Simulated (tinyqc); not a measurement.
Pinning factor and neutrality level from two metals.

Question. On an oxide a metal of vacuum work function pM shows the effective value Phi + S (pM - Phi), with S = 1/(1 + 0.1 (eps_inf - 1)^2). Find S, Phi and eps_inf.

effective work functions for metals of 4.11 and 5.55 eV (eV): [4.2483786, 5.4910863]

Answer. The slope is S, and the point where both work functions agree is Phi.

S = 0.863
Phi = 5.12 eV
eps_inf = 2.26

Program tinyqc, `OMP_NUM_THREADS=1 python tinyqc.py 2410072 2410073 out.jsonl`; Intel Xeon 2.30GHz, shared host, one thread, about 0.01 s.
